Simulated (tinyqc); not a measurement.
# MOS capacitor on a p-type substrate, surface potential from the exact charge relation: effect of the temperature on threshold and swing

Uniform p-type substrate, Boltzmann statistics, full ionisation, classical densities. psi is the surface potential against the body (positive when the bands bend down) and u = psi/Vt. Traps are spread evenly over the gap and neutral at flat band, so their charge is -q Dit psi; the minority quasi-Fermi level is shifted by Vb.

Nc and Nv are given at 250 K and scale as (T/250 K)^1.5; Eg is held fixed. ni = sqrt(Nc Nv) exp(-Eg/(2 Vt)), Eg in volts; phiF = Vt ln(N/ni); Cox = eps0 eox/tox; Vfb = phiM - chi - (Eg - Vt ln(Nv/N)) - q Nf/Cox; VT = Vfb + [(2 phiF + Vb)(1 + q Dit/Cox) + sqrt(2 eps0 eps_r q N (2 phiF + Vb))/Cox]. gamma = sqrt(2 eps0 eps_r q N)/Cox; Wm = sqrt(2 eps0 eps_r (2 phiF + Vb)/(q N)); m = 1 + (eps0 eps_r/Wm + q Dit)/Cox; swing m Vt ln 10; Cmin/Cox = 1/(1 + Cox Wm/(eps0 eps_r)).

Inputs (values chosen for the exercise); band and dielectric values close to those of gallium nitride:
- Eg = 3.46 eV (band gap)
- eps_r = 9.48 (relative permittivity)
- Nc = 1.76e18 cm^-3 (conduction-band density of states at the reference temperature)
- Nv = 3.54e19 cm^-3 (valence-band density of states at the reference temperature)
- chi = 4.13 eV (electron affinity)
- N = 2.3e16 cm^-3 (acceptor density of the substrate)
- eox = 22.2 (relative permittivity of the gate insulator (close to hafnium oxide))
- tox = 48 nm (insulator thickness)
- phiM = 5.33 eV (gate work function)
- Nf = 0 cm^-2 (fixed charge at the interface, in units of q)
- Dit = 2.5e11 cm^-2 eV^-1 (density of interface traps)
- Vb = 0 V (reverse bias of the inversion layer against the body)

Constants: q = 1.602176634e-19 C, kB = 1.380649e-23 J/K, Vt = kB T/q, eps0 = 8.8541878128e-14 F/cm where lengths are in cm. Results are converted to the units shown.

The same in every row: gamma (V^0.5) = 0.1921.

Effect of the temperature on threshold and swing:

| T (K) | Vfb (V) | 2 phiF (V) | VT (V) | Wm (nm) | m | swing (mV/decade) | Cmin/Cox |
|---|---|---|---|---|---|---|---|
| 200 | -2.139 | 3.270 | 1.798 | 386.0 | 1.151 | 45.67 | 0.05043 |
| 240 | -2.109 | 3.221 | 1.771 | 383.1 | 1.151 | 54.83 | 0.05079 |
| 280 | -2.079 | 3.170 | 1.743 | 380.0 | 1.152 | 63.99 | 0.05118 |
| 320 | -2.047 | 3.118 | 1.714 | 376.9 | 1.152 | 73.16 | 0.05158 |
| 360 | -2.015 | 3.064 | 1.684 | 373.6 | 1.153 | 82.34 | 0.05201 |
| 400 | -1.983 | 3.009 | 1.654 | 370.2 | 1.153 | 91.53 | 0.05246 |
| 440 | -1.950 | 2.953 | 1.622 | 366.8 | 1.154 | 100.7 | 0.05293 |

As T goes from 200 to 440, VT falls from 1.80 to 1.62 V, the swing rises from 45.7 to 101 mV/decade and Cmin/Cox rises from 0.0504 to 0.0529. Of the change of VT by -0.176 V, 0.190 V comes from Vfb and -0.366 V from the band bending and the charge it takes. VT changes by -0.733 mV/K on average.

Numbers from tinyqc (`OMP_NUM_THREADS=1 python tinyqc.py 2060140 2060141 out.jsonl`; about 0.01 s on one thread of a shared Intel Xeon 2.30GHz).
